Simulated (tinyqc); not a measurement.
Choosing the metal: Schottky barrier with interface states (Cowley-Sze model), image lowering and contact resistance. Computed by tinyqc, a small Python program. Command: `OMP_NUM_THREADS=1 python tinyqc.py 3008959 3008960 out.jsonl pinning walk`. One thread of a shared host (Intel(R) Xeon(R) Processor @ 2.30GHz), about 0.01 s of CPU time with the checks.

An n-type semiconductor under a metal. The barrier lies between the Schottky-Mott limit phi_M - chi and the Bardeen limit E_g - E_n, E_n being the neutrality level of the interface states; the space-charge term of the full Cowley-Sze expression is left out.

Inputs (values chosen for the exercise, with gap, mass and screening modelled on InP):
```
quantity                                       value   unit
gap E_g                                         1.33     eV
electron affinity chi                           4.31     eV
metal work function phi_M                       4.47     eV
neutrality level E_n above the valence band    0.954     eV
optical dielectric constant eps_opt             9.28      -
dielectric constant eps_s                       12.1      -
electron mass m_e                             0.0775    m_0
valleys M_c                                        1      -
donor density N                              7.2e+16  cm^-3
temperature T                                    200      K
```

Pinning factor from: Moench relation.

Constants: k_B = 8.617333262e-05 eV/K; hbar = 1.054571817e-34 J s; m_0 = 9.1093837015e-31 kg; eps_0 = 8.8541878128e-12 F/m; e = 1.602176634e-19 C; k_B = 1.380649e-23 J/K; h = 6.62607015e-34 J s.

Method:
- S = 1/(1 + 0.1 (eps_opt - 1)^2), an empirical relation for metal-induced gap states.
- phi_B = S (phi_M - chi) + (1 - S)(E_g - E_n); the hole barrier is E_g - phi_B.
- A* = 4 pi e m_e M_c k_B^2/h^3 (a simple valley count); J_s = A* T^2 exp(-phi/k_B T).
- E_00 = (e hbar/2) sqrt(N/(m_e eps_s eps_0)), E_0 = E_00 coth(E_00/k_B T); scaling form of the contact resistivity rho_c = (k_B/(e A* T)) exp(phi_B/E_0), which is the thermionic result when E_00 << k_B T and keeps only the leading exponential of tunnelling when E_00 >> k_B T; image lowering is left out of it.

pinning factor S = 0.127294

Bardeen barrier = 0.376 eV

E_0 = 0.0177435 eV

Against work function:
```
phi_M (eV)  Schottky-Mott (eV)  phi_B (eV)  J_0 (A/cm^2)  rho_c (ohm cm^2)
4.31                      0.00     0.32814    2.0066e-03        4.9750e+00
4.50                      0.19     0.35232    4.9319e-04        1.9443e+01
4.69                      0.38     0.37651    1.2121e-04        7.5989e+01
4.88                      0.57     0.40070    2.9792e-05        2.9698e+02
5.07                      0.76     0.42488    7.3222e-06        1.1607e+03
5.26                      0.95     0.44907    1.7996e-06        4.5361e+03
5.45                      1.14     0.47325    4.4231e-07        1.7728e+04
5.64                      1.33     0.49744    1.0871e-07        6.9284e+04
```

A span of 1.33 eV in work function moves the barrier by 0.169 eV (slope S = 0.127) and rho_c by 4.1 decades. The barrier equals its Schottky-Mott value only at phi_M = chi + E_g - E_n = 4.69 eV, where the interface states are neutral.
